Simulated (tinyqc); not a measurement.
Empirical pseudopotential in a few plane waves, step by step. One step of it, computed by the program tinyqc.

Task: Bloch Hamiltonian at k. Basis: the 15 shortest G (labels in 2 pi/a), the same at every k. H(G,G') = c |k + G|^2 delta + VS(|G-G'|^2) cos((G-G').tau) + i VA sin((G-G').tau), tau = a/8 (1,1,1); 1 Ry = 13.605693 eV.

Parameters chosen for this model: fcc lattice, atoms at +/- a/8 (1,1,1); form factors in rydberg at |G|^2 in units of (2 pi/a)^2:
```
parameter                 value      unit
a                      6.090000  angstrom
VS(3)                 -0.255000        Ry
VS(8)                  0.026000        Ry
VS(11)                 0.085000        Ry
VA(3)                  0.109000        Ry
VA(4)                  0.094000        Ry
VA(11)                 0.002000        Ry
hbar^2/2m (2 pi/a)^2   4.055534        eV
```

k point k (2 pi / a): -0.380000  0.280000  -0.290000

Give: H(k) at k.

Result:

H(k) at k (eV):
```
               +0+0+0         -1-1-1         -1-1+1         -1+1-1
+0+0+0          1.245   2.453+1.049i  -2.453+1.049i  -2.453+1.049i
-1-1-1   2.453-1.049i         16.575   0.000-1.279i   0.000-1.279i
-1-1+1  -2.453-1.049i   0.000+1.279i         11.870          0.354
-1+1-1  -2.453-1.049i   0.000+1.279i          0.354         21.117
-1+1+1  -2.453+1.049i         -0.354   0.000+1.279i   0.000+1.279i
+1-1-1  -2.453-1.049i   0.000+1.279i          0.354          0.354
+1-1+1  -2.453+1.049i         -0.354   0.000+1.279i          0.000
+1+1-1  -2.453+1.049i         -0.354          0.000   0.000+1.279i
+1+1+1   2.453+1.049i          0.000         -0.354         -0.354
-2+0+0   0.000-1.279i  -2.453+1.049i  -2.453-1.049i  -2.453-1.049i
+0-2+0   0.000-1.279i  -2.453+1.049i  -2.453-1.049i   0.818-0.019i
+0+0-2   0.000-1.279i  -2.453+1.049i   0.818-0.019i  -2.453-1.049i
+0+0+2   0.000+1.279i  -0.818-0.019i   2.453+1.049i  -0.818+0.019i
+0+2+0   0.000+1.279i  -0.818-0.019i  -0.818+0.019i   2.453+1.049i
+2+0+0   0.000+1.279i  -0.818-0.019i  -0.818+0.019i  -0.818+0.019i

               -1+1+1         +1-1-1         +1-1+1         +1+1-1
+0+0+0  -2.453-1.049i  -2.453+1.049i  -2.453-1.049i  -2.453-1.049i
-1-1-1         -0.354   0.000-1.279i         -0.354         -0.354
-1-1+1   0.000-1.279i          0.354   0.000-1.279i          0.000
-1+1-1   0.000-1.279i          0.354          0.000   0.000-1.279i
-1+1+1         16.412          0.000          0.354          0.354
+1-1-1          0.000         10.410   0.000-1.279i   0.000-1.279i
+1-1+1          0.354   0.000+1.279i          5.706          0.354
+1+1-1          0.354   0.000+1.279i          0.354         14.952
+1+1+1   0.000+1.279i         -0.354   0.000+1.279i   0.000+1.279i
-2+0+0   2.453-1.049i   0.818-0.019i  -0.818-0.019i  -0.818-0.019i
+0-2+0  -0.818-0.019i  -2.453-1.049i   2.453-1.049i  -0.818-0.019i
+0+0-2  -0.818-0.019i  -2.453-1.049i  -0.818-0.019i   2.453-1.049i
+0+0+2  -2.453+1.049i  -0.818+0.019i  -2.453+1.049i   0.818+0.019i
+0+2+0  -2.453+1.049i  -0.818+0.019i   0.818+0.019i  -2.453+1.049i
+2+0+0   0.818+0.019i   2.453+1.049i  -2.453+1.049i  -2.453+1.049i

               +1+1+1         -2+0+0         +0-2+0         +0+0-2
+0+0+0   2.453-1.049i   0.000+1.279i   0.000+1.279i   0.000+1.279i
-1-1-1          0.000  -2.453-1.049i  -2.453-1.049i  -2.453-1.049i
-1-1+1         -0.354  -2.453+1.049i  -2.453+1.049i   0.818+0.019i
-1+1-1         -0.354  -2.453+1.049i   0.818+0.019i  -2.453+1.049i
-1+1+1   0.000-1.279i   2.453+1.049i  -0.818+0.019i  -0.818+0.019i
+1-1-1         -0.354   0.818+0.019i  -2.453+1.049i  -2.453+1.049i
+1-1+1   0.000-1.279i  -0.818+0.019i   2.453+1.049i  -0.818+0.019i
+1+1-1   0.000-1.279i  -0.818+0.019i  -0.818+0.019i   2.453+1.049i
+1+1+1         10.248  -0.818-0.019i  -0.818-0.019i  -0.818-0.019i
-2+0+0  -0.818+0.019i         23.631          0.354          0.354
+0-2+0  -0.818+0.019i          0.354         12.925          0.354
+0+0-2  -0.818+0.019i          0.354          0.354         22.171
+0+0+2  -2.453-1.049i         -0.354         -0.354          0.000
+0+2+0  -2.453-1.049i         -0.354          0.000         -0.354
+2+0+0  -2.453-1.049i          0.000         -0.354         -0.354

               +0+0+2         +0+2+0         +2+0+0
+0+0+0   0.000-1.279i   0.000-1.279i   0.000-1.279i
-1-1-1  -0.818+0.019i  -0.818+0.019i  -0.818+0.019i
-1-1+1   2.453-1.049i  -0.818-0.019i  -0.818-0.019i
-1+1-1  -0.818-0.019i   2.453-1.049i  -0.818-0.019i
-1+1+1  -2.453-1.049i  -2.453-1.049i   0.818-0.019i
+1-1-1  -0.818-0.019i  -0.818-0.019i   2.453-1.049i
+1-1+1  -2.453-1.049i   0.818-0.019i  -2.453-1.049i
+1+1-1   0.818-0.019i  -2.453-1.049i  -2.453-1.049i
+1+1+1  -2.453+1.049i  -2.453+1.049i  -2.453+1.049i
-2+0+0         -0.354         -0.354          0.000
+0-2+0         -0.354          0.000         -0.354
+0+0-2          0.000         -0.354         -0.354
+0+0+2         12.762          0.354          0.354
+0+2+0          0.354         22.009          0.354
+2+0+0          0.354          0.354         11.302
```
